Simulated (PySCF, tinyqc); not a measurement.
CID on RHF in the sto-3g basis, for H4, spin multiplicity 1, step by step. The lowest restricted solution is unstable here: a spin-polarised one lies 0.0327 hartree lower (PySCF). One step of it, computed by the program tinyqc.

Task: CID: determinants and Hamiltonian. Slater-Condon rules over spin orbitals, with the nuclear repulsion added and E(HF) subtracted on the diagonal. Only determinants linked to the reference directly or through others are kept (one block of an abelian symmetry group), so some states are absent.

one-electron integrals over orbitals h = C^T H C (hartree), lower triangle:
```
           1          2          3          4
1  -1.375507
2   0.000061  -1.301238
3   0.093356   0.000312  -1.057923
4  -0.000267   0.080359   0.000051  -0.981373
```

Two-electron integrals over orbitals (pq|rs), unique and non-zero (hartree):
```
(11|11) 0.383927    (21|11) -0.000672   (21|21) 0.191681    (22|11) 0.374719
(22|21) 0.000611    (22|22) 0.379830    (31|11) -0.038933   (31|21) -0.000176
(31|22) 0.000171    (31|31) 0.114901    (32|11) -0.000328   (32|21) 0.054766
(32|22) 0.000169    (32|31) 0.000315    (32|32) 0.111802    (33|11) 0.375303
(33|21) 0.000505    (33|22) 0.377471    (33|31) -0.002301   (33|32) 0.000145
(33|33) 0.389554    (41|11) 0.000179    (41|21) -0.014807   (41|22) -0.000037
(41|31) -0.000361   (41|32) 0.093932    (41|33) -0.000023   (41|41) 0.101518
(42|11) -0.044234   (42|21) -0.000161   (42|22) -0.006698   (42|31) 0.115223
(42|32) 0.000384    (42|33) -0.004069   (42|41) -0.000306   (42|42) 0.118611
(43|11) -0.000653   (43|21) 0.191485    (43|22) 0.000639    (43|31) -0.000164
(43|32) 0.057375    (43|33) 0.000547    (43|41) -0.013383   (43|42) -0.000159
(43|43) 0.202566    (44|11) 0.397267    (44|21) -0.000550   (44|22) 0.388114
(44|31) -0.041842   (44|32) -0.000314   (44|33) 0.397501    (44|41) 0.000172
(44|42) -0.047168   (44|43) -0.000565   (44|44) 0.423766
```

nuclear repulsion = 1.54474440 hartree

Hartree-Fock energy = -1.92947169 hartree

Give: determinants; H - E(HF) between determinants.

Result:

Occupation strings over the orbitals (2 doubly, a alpha, b beta, 0 empty; spin orbitals ordered 1a 1b 2a 2b ...): 2200 aabb 2020 20ab ab20 abab 20ba 2002 abba ab02 ba20 baab 0220 02ab baba ba02 02ba 0202 bbaa

H - E(HF) between determinants (hartree), lower triangle:
```
        2200    aabb    2020    20ab    ab20    abab    20ba    2002
2200   0.000
aabb  -0.021   0.674
2020   0.112   0.094   0.652
20ab   0.000   0.000   0.000   0.794
ab20   0.000   0.000   0.000   0.076   0.725
abab  -0.094  -0.112   0.098   0.000   0.000   0.835
20ba   0.000   0.000   0.000  -0.203  -0.191   0.000   0.794
2002   0.119  -0.115   0.203  -0.001   0.000   0.191   0.001   0.954
abba   0.115  -0.119  -0.191   0.000  -0.001  -0.203  -0.001  -0.076
ab02   0.000   0.000   0.000   0.191   0.203   0.000  -0.098  -0.001
ba20   0.000   0.000   0.000  -0.191  -0.192   0.000   0.076   0.000
baab   0.115  -0.115  -0.191   0.001   0.000  -0.192   0.000  -0.076
0220   0.115  -0.115   0.192   0.000   0.001   0.191   0.000   0.000
02ab   0.000   0.000   0.000   0.192   0.191   0.000   0.000   0.000
baba  -0.094  -0.102   0.098   0.000   0.000   0.000   0.000   0.191
ba02   0.000   0.000   0.000  -0.098   0.000   0.000   0.191   0.001
02ba   0.000   0.000   0.000   0.000  -0.098   0.000   0.192   0.000
0202   0.102   0.094   0.000   0.000   0.000   0.098   0.000   0.192
bbaa  -0.021   0.000   0.094   0.000   0.000  -0.102   0.000  -0.115

        abba    ab02    ba20    baab    0220    02ab    baba   ba02
abba   0.855
ab02   0.001   0.984
ba20   0.000   0.000   0.725
baab   0.000   0.000   0.001   0.855
0220  -0.076   0.000  -0.001  -0.076   0.812
02ab   0.000   0.076  -0.098  -0.001   0.001   0.911
baba  -0.192   0.000   0.000  -0.203   0.191   0.000   0.835
ba02   0.000  -0.192   0.203  -0.001   0.000  -0.191   0.000  0.984
02ba   0.001  -0.191   0.191   0.000  -0.001  -0.203   0.000  0.076
0202  -0.191   0.000   0.000  -0.191   0.203   0.000   0.098  0.000
bbaa  -0.115   0.000   0.000  -0.119  -0.115   0.000  -0.112  0.000

       02ba   0202   bbaa
02ba  0.911
0202  0.000  1.028
bbaa  0.000  0.094  0.674
```
